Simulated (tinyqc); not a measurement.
Tight binding, dimerised chain, step by step. One step of it, computed by the program tinyqc.

Task: Open chain of 3 cells. The same hoppings without the wrap-around bond.

H of the open chain (eV), lower triangle:
```
           1          2          3          4          5         6
1   0.000000
2  -1.830000   0.000000
3   0.000000  -1.940000   0.000000
4   0.000000   0.000000  -1.830000   0.000000
5   0.000000   0.000000   0.000000  -1.940000   0.000000
6   0.000000   0.000000   0.000000   0.000000  -1.830000  0.000000
```

Give: levels; weights of the highest filled level on the sites.

Result:

levels (eV): -3.3937  -2.3366  -0.7729  0.7729  2.3366  3.3937

weights of the highest filled level on the sites: 0.2810  0.0501  0.1688  0.1688  0.0501  0.2810

The bulk gap runs from -0.1100 to 0.1100 eV; no level of this chain lies inside it.
